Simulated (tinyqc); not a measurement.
Charge control and current of a heterostructure field-effect transistor: one step, computed by the program tinyqc. Command: `OMP_NUM_THREADS=1 python tinyqc.py 3029961 3029962 out.jsonl hemt walk`. One thread of a shared host (Intel(R) Xeon(R) Processor @ 2.30GHz), about 0.01 s of CPU time with the checks.

Two subbands in a triangular well; E_F is counted from the conduction band edge of the channel at the interface.

Task: Saturation current. With V = e n_s/C_g and V_c = v_s L/mu: for v = mu F up to v_s, I/W = C_g v_s V_c (sqrt(1 + (V/V_c)^2) - 1) and V_Dsat = V + V_c - sqrt(V^2 + V_c^2); g_m = dI/dV; extrinsic g_m/(1 + g_m R_S); f_T = g_m/(2 pi C_g L).

Inputs (values chosen for the exercise, modelled on AlGaN/GaN):
```
quantity                     value        unit
conduction band offset dE_c   0.46          eV
mobility mu                   1600  cm^2/(V s)
saturation velocity v_s        1.3    1e7 cm/s
gate length L                   63          nm
source resistance R_S            0      ohm mm
temperature T                  400           K
```

Charge source: polarisation. Velocity law: two-piece.

sheet density n_s = 1.517464e+13 1/cm^2

gate capacitance C_g = 0.3314559 microfarad/cm^2

Constants: e = 1.602176634e-19 C.

Give: V; V_c; V_Dsat; saturation current I/W; intrinsic g_m; extrinsic g_m; intrinsic f_T.

Result:

V = 7.335 V

V_c = 0.05119 V

V_Dsat = 0.05101 V

saturation current I/W = 3139 mA/mm

intrinsic g_m = 430.9 mS/mm

extrinsic g_m = 430.9 mS/mm

intrinsic f_T = 328.4 GHz

V/V_c = 143.30: velocity saturation rules; I is 99 % of e n_s v_s = 3160 mA/mm. Caution: E_F lies above the conduction band minimum of the barrier, so electrons would spill into the barrier.
